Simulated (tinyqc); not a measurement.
Static screening by free carriers, step by step. Values are carried at full precision from step to step, so a last printed digit may differ when a step is redone from the rounded ones.

kF = (3 pi^2 n/Mv)^(1/3), EF = c kF^2/m with c = hbar^2/2m0, n in 1/angstrom^3 (1e-24 per 1/cm^3), e2 = e^2/(4 pi eps0). Thomas-Fermi: qTF^2 = 6 pi e2 n/(eps EF). Debye: qD^2 = 4 pi e2 n/(eps kB T).

Constants: hbar^2/2m0 = 3.80998211 eV angstrom^2; e^2/(4 pi eps0) = 14.39964547 eV angstrom; kB = 8.617333262e-05 eV/K; a0 (Bohr radius) = 0.5291772105 angstrom.

Values chosen for the exercise (a free-electron density near that of Na; the results hold for these values, not for the real material):
```
symbol  value    unit        meaning
n       2.7e+22  1/cm^3      carrier density
m       1        m0          mass of one isotropic valley
Mv      1                    valleys
eps     1                    background dielectric constant
T       300      K
q       1.25     1/angstrom  wave vector
```

## Fermi and screening wave vectors

Also the effective Bohr radius aB = a0 eps/m and rs = (3/(4 pi n))^(1/3)/aB.

kF = 0.92810 1/angstrom
EF at 0 K = 3282 meV
EF/kT = 127
qTF = 1.4943 1/angstrom
qD = 13.747 1/angstrom
aB = 0.5292 angstrom
rs = 3.91

The gas is degenerate, so the Thomas-Fermi value applies. With rs above 1 exchange and correlation, left out here, are not small.

## Lindhard function at one q

Lindhard at zero temperature: eps(q)/eps = 1 + (qTF/q)^2 L(x), x = q/(2 kF), L(x) = 1/2 + ((1 - x^2)/(4x)) ln|(1 + x)/(1 - x)|.

Compare with Thomas-Fermi, 1 + (qTF/q)^2.

x = 0.6734
L(x) = 0.8315
eps(q)/eps, Lindhard = 2.188
eps(q)/eps, Thomas-Fermi = 2.429

The carriers respond with 83 % of their long-wave strength at this q.

## Checks

- L(x) at x = 0.7 against the integral over the Fermi sphere: both 0.81595.

Run: tinyqc, `OMP_NUM_THREADS=1 python tinyqc.py 1682204 1682205 out.jsonl`; Intel(R) Xeon(R) Processor @ 2.30GHz, one thread, shared host; about 0.01 s of CPU time with all checks.
